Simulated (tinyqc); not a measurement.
Three-level Kane dispersion of a narrow-gap semiconductor: sweeps and comparisons. A value that a table varies takes the place of the one given here.

Zero of energy at Gamma8, c = hbar^2/2m0, P^2 = Ep c. The free-electron term and remote bands are left out, so the heavy holes are flat at E = 0 and the other three bands obey E (E - Eg)(E + Dso) = P^2 k^2 (E + 2 Dso/3). The conduction band is the highest root; its edge is Ec = max(Eg, 0).

Degenerate electrons at T = 0: kF = (3 pi^2 n)^(1/3), 1 cm^-3 = 1e-24 angstrom^-3; EF is the highest root at kF. The momentum (cyclotron, optical) mass is m(E) = hbar^2 k/(dE/dk) = c d(k^2)/dE with d(k^2)/dE = k^2 [1/E + 1/(E - Eg) + 1/(E + Dso) - 1/(E + 2 Dso/3)]; the density of states is k d(k^2)/dE/(2 pi^2).

Edge mass m0* = Eg (Eg + Dso)/(Ep (Eg + 2 Dso/3)).
Constants: hbar^2/2m0 = 3.80998211 eV angstrom^2.

Values chosen for the exercise (a narrow-gap II-VI alloy; not measured data): Eg = 0.174 eV (E(Gamma6) - E(Gamma8)); Dso = 1.04 eV (spin-orbit splitting); Ep = 19.1 eV (Kane energy); k = 0.039 1/angstrom (wave vector); n = 1.8e+18 cm^-3 (electron density).

## Filling the band

n from 1e15 to 1e19 cm^-3. The last column is the local power d ln(EF - Ec)/d ln n = kF^2/(1.5 (EF - Ec) d(k^2)/dE).

Results:
```
n (cm^-3)  kF (1/angstrom)  EF - Ec (meV)  parabolic (meV)   m(EF)  m(EF)/m0*  power
1.0e+15            0.00309            2.8              2.9  0.0131       1.03  0.657
1.0e+16            0.00667           12.4             13.3  0.0145       1.13  0.627
3.0e+16            0.00961           24.4             27.6  0.0161       1.26  0.598
1.0e+17            0.01436           48.8             61.6  0.0194       1.52  0.553
3.0e+17            0.02071           87.5            128.2  0.0245       1.92  0.509
1.0e+18            0.03094          157.1            286.0  0.0333       2.61  0.464
3.0e+18            0.04462          256.9            594.8  0.0455       3.57  0.432
1.0e+19            0.06665          425.3           1327.4  0.0653       5.12  0.406
```

The power falls from 0.657 to 0.406: 2/3 marks a parabola, 1/3 a linear band. The parabola is within 10 % up to n = 1.0e+16 cm^-3. The mass has doubled by n = 1.0e+18 cm^-3 and ends at 5.1 times its edge value.

## Closing and inverting the gap

Eg is varied at fixed k, Dso and Ep. Edge mass: Eg (Eg + Dso)/(Ep (Eg + 2 Dso/3)) for Eg > 0, 3 |Eg|/(2 Ep) for Eg < 0. The Gamma6 weight of the conduction state is 1/(1 + P^2 k^2 [(2/3)/E^2 + (1/3)/(E + Dso)^2]).

Results:
```
Eg (eV)      m0*  highest root (eV)  middle (eV)  lowest (eV)  E - Ec (meV)  Gamma6 weight
-0.400   0.03141             0.1439      -0.4855      -1.0984         143.9          0.218
-0.200   0.01571             0.1995      -0.3544      -1.0852         199.5          0.348
-0.080   0.00628             0.2472      -0.2876      -1.0796         247.2          0.448
-0.020   0.00157             0.2757      -0.2584      -1.0773         275.7          0.502
0.020    0.00156             0.2965      -0.2406      -1.0759         276.5          0.538
0.080    0.00607             0.3303      -0.2163      -1.0740         250.3          0.590
0.200    0.01453             0.4069      -0.1762      -1.0707         206.9          0.683
0.400    0.02758             0.5559      -0.1295      -1.0664         155.9          0.798
```

The edge mass vanishes with |Eg| from both sides, yet the kinetic energy at this k stays finite, at most 276.5 meV in the table; at Eg = 0 the two-level form, without the split-off band, gives the linear value sqrt(2/3) P k = 271.6 meV. The Gamma6 weight of the conduction state goes smoothly from 0.22 to 0.80 and is 0.50 and 0.54 in the two rows next to Eg = 0: at finite k nothing jumps at the inversion.

## What each parameter does

Edge mass, EF - Ec and m(EF). Each row changes one parameter from the base and keeps the others.

Results:
```
case               m0* (m0)  EF - Ec (meV)  m(EF) (m0)
base                0.01275         205.33     0.03927
n = 3.6e+18 cm^-3   0.01275         277.90     0.04804
Eg = 0.2001 eV      0.01454         196.95     0.03979
Dso = 0.884 eV      0.01263         207.33     0.03888
Ep = 21.965 eV      0.01109         225.32     0.03627
```

The largest shifts from the base row, up to three for each result and ties (the steps differ in size, so this ranks the rows, not the parameters). m0* (m0): Eg +0.00179, Ep -0.00166, Dso -0.00012; unchanged at the printed digits by n. EF - Ec (meV): n +72.57, Ep +19.99, Eg -8.38. m(EF) (m0): n +0.00876, Ep -0.00300, Eg +0.00052.

tinyqc: `OMP_NUM_THREADS=1 python tinyqc.py 1051191 1051192 out.jsonl`; about 0.01 s, one thread, shared Intel(R) Xeon(R) Processor @ 2.30GHz.
